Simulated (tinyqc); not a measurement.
One-dimensional ballistic tunnel FET, two-band WKB: effect of temperature.

A p-type source for x < 0 with its Fermi level at 0 and its valence edge at ds; in the channel the bands fall as D exp(-x/lam) towards their flat values, with the conduction edge at Ec = ds - dP and D = dP + Eg. The gate moves dP one to one. The drain Fermi level lies at -Vd and the drain side reflects nothing. For w = E - Ec between 0 and dP an electron crosses the gap. Two-band dispersion with equal masses m: inside the gap kappa = sqrt(m u (1 - u/Eg)/C), u the distance from a band edge, C = hbar^2/(2 m0).

S(w) = 2 lam int_0^Eg kappa(u) du/(w + Eg - u) = 2 pi lam sqrt(m/(C Eg)) [w + Eg/2 - sqrt(w (w + Eg))], T(w) = exp(-S). I = g (2 q^2/h) int_0^dP T(w) [f(E) - f(E + Vd)] dw, E = ds - dP + w, f(x) = 1/(1 + exp(x/Vt)). Swing = d(dP)/d(log10 I).

Parameters, values chosen for the exercise; band and dielectric values close to those of indium arsenide:

| symbol | value | unit | meaning |
|---|---|---|---|
| Eg | 0.353 | eV | band gap |
| m | 0.023 | m0 | band-edge mass of the two-band model |
| lam | 4.8 | nm | screening length of the source junction |
| ds | 0.06 | eV | source valence edge above the source Fermi level |
| Vd | 0.3 | V | drain bias |
| g | 1 |  | number of degenerate subbands (spin apart) |
| dP | 0.3 | eV | tunnelling window Ev(source) - Ec(channel) |

Constants: q = 1.602176634e-19 C, kB = 1.380649e-23 J/K, hbar = 1.054571817e-34 J s, h = 6.62607015e-34 J s, m0 = 9.1093837015e-31 kg, Vt = kB T/q, hbar^2/(2 m0) = 0.0380998212 eV nm^2. Results are converted to the units shown.

Effect of temperature:
```
T (K),I (uA),swing (mV/decade),Vt ln 10 (mV/decade)
77,1.902,265.8,15.28
150,1.913,267.9,29.76
200,1.918,269.8,39.68
250,1.919,271.8,49.61
300,1.914,273.8,59.53
350,1.905,275.9,69.45
400,1.892,278.1,79.37
```

What does the comparison show?

I goes from 1.90 through a maximum of 1.92 (at T = 250 K among the rows listed) to 1.89 uA, and the swing rises from 266 to 278 mV/decade, while the thermionic limit rises from 15.3 to 79.4 mV/decade. Gap and mass are held fixed. In every row S at w = dP is below 2, where a WKB prefactor of 1 is a rough guess.

Numbers from tinyqc (`OMP_NUM_THREADS=1 python tinyqc.py 2620173 2620174 out.jsonl`; about 0.02 s on one thread of a shared Intel Xeon 2.30GHz).
